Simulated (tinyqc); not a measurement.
Two-step dopant diffusion (predeposition and drive-in) with a constant diffusivity. Changing the background doping C_B. Computed by tinyqc, a small Python program. Command: `OMP_NUM_THREADS=1 python tinyqc.py 3011870 3011871 out.jsonl dopdiff sweep`. One thread of a shared host (Intel(R) Xeon(R) Processor @ 2.30GHz), about 0.03 s of CPU time with the checks.

Fick diffusion into a half space x > 0 whose background doping C_B is of the opposite type, so that a junction lies where C = C_B.

Inputs (values chosen for the exercise, modelled on phosphorus in silicon): prefactor D0 = 4.88 cm^2/s; activation energy E = 3.72 eV; surface concentration C_s = 5.8e+19 1/cm^3; predeposition temperature T1 = 1025 C; predeposition time t1 = 5 min; drive-in temperature T2 = 1025 C; drive-in time t2 = 120 min; mean mobility in the layer mu = 100 cm^2/(V s).

Furnace ramps of the drive-in: none.

Constants: k_B = 8.617333262e-05 eV/K; e = 1.602176634e-19 C.

Method:
- D = D0 exp(-E/(k_B T)).
- Temperatures in kelvin are T(C) + 273.15.
- Times in seconds are 60 times the minutes.
- (Dt)2 = D2 t2, t2 in seconds.
- C = C_s erfc(x/(2 sqrt(D1 t1))); dose Q = 2 C_s sqrt(D1 t1/pi); the junction solves erfc(z) = C_B/C_s with x_j = 2 z sqrt(D1 t1).
- With a sealed surface and a thin source, C = Q/sqrt(pi (Dt)2) exp(-x^2/(4 (Dt)2)); x_j = 2 sqrt((Dt)2 ln(C(0)/C_B)); gradient at the junction |dC/dx| = C_B x_j/(2 (Dt)2).
- Net dose Q_net = Q erf(x_j/(2 sqrt((Dt)2))) - C_B x_j; R_s = 1/(e mu Q_net), with every dopant ionised and one mobility.

One run for each value; columns: (1) background doping C_B (1/cm^3); (2) junction depth x_j (um); (3) gradient at the junction (1/cm^4); (4) sheet resistance R_s (Gaussian) (ohm/square); (5) junction depth after predeposition (um):
```
(1)           (2)         (3)     (4)      (5)
1.00e+14  0.75520  2.9741e+19  414.66  0.15559
3.10e+14  0.71615  8.7429e+19  414.70  0.14803
9.90e+14  0.67372  2.6267e+20  414.83  0.13987
3.10e+15  0.62923  7.6818e+20  415.21  0.13141
9.70e+15  0.58138  2.2209e+21  416.31  0.12243
3.00e+16  0.52977  6.2590e+21  419.44  0.11292
9.60e+16  0.47073  1.7797e+22  428.86  0.10233
3.00e+17  0.40463  4.7804e+22  456.53  0.09095
```

Over the rows, junction depth x_j (um) falls from 0.755 to 0.405 (exponent d ln y / d ln x -0.047 between the first rows and -0.13 between the last); gradient at the junction (1/cm^4) rises from 2.97e19 to 4.78e22 (exponent d ln y / d ln x 0.95 between the first rows and 0.87 between the last); sheet resistance R_s (Gaussian) (ohm/square) rises from 415 to 457 (exponent d ln y / d ln x 9.0e-5 between the first rows and 0.055 between the last). The background enters x_j only through a logarithm under a root.

Caution (all rows): C_s exceeds the intrinsic carrier density of silicon at the predeposition temperature (2e18 to 1e19 per cm^3), where real diffusivities rise with concentration and profiles turn box-like.
